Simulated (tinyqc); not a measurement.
One-sided p+-n junction, ionisation integral and breakdown: one step of the calculation.

A p+ layer at x < 0 and an n drift layer from x = 0. Depletion approximation, built-in voltage neglected. Local ionisation coefficients alpha_n = an exp(-(bn/E)^mx), alpha_p = ap exp(-(bp/E)^mx). Electrons move towards +x, holes towards x = 0.

Question. Field and ionisation coefficients on a grid. W = sqrt(2 eps0 eps_r V/(q N)), peak field E0 = q N W/(eps0 eps_r), falling linearly to 0 at W. Grid: 12 equal steps from 0 to fr W.

Inputs (values chosen for the exercise); material values close to those of gallium arsenide: relative permittivity eps_r = 13; prefactor of the electron ionisation coefficient an = 2.82e5 1/cm; field constant for electrons bn = 7.14e5 V/cm; prefactor of the hole ionisation coefficient ap = 2.16e5 1/cm; field constant for holes bp = 6.2e5 V/cm; exponent mx = 1.6; donor density of the drift layer N = 8.2e14 cm^-3; reverse voltage V = 247 V; share of the depleted width that the grid covers fr = 0.5.

Constants: q = 1.602176634e-19 C, eps0 = 8.8541878128e-14 F/cm where lengths are in cm. Results are converted to the units shown.

Find: W; x; E; alpha_n; alpha_p.

Answer.

W = 20.804 um
x, point 0 to 12 (um): [0.000, 0.867, 1.734, 2.601, 3.467, 4.334, 5.201, 6.068, 6.935, 7.802, 8.668, 9.535, 10.402]
E, point 0 to 12 (kV/cm): [237.45, 227.56, 217.67, 207.77, 197.88, 187.98, 178.09, 168.20, 158.30, 148.41, 138.51, 128.62, 118.73]
alpha_n, point 0 to 12 (1/cm): [836.12, 554.79, 350.47, 208.99, 116.41, 59.776, 27.834, 11.507, 4.1103, 1.2239, 0.28967, 0.051054, 0.0061212]
alpha_p, point 0 to 12 (1/cm): [2077.6, 1497.7, 1038.2, 687.31, 430.92, 253.19, 137.60, 68.007, 29.913, 11.379, 3.6039, 0.90224, 0.16610]

tinyqc, about 0.06 s, one thread, Intel Xeon 2.30GHz (shared host): `OMP_NUM_THREADS=1 python tinyqc.py 2120141 2120142 out.jsonl`
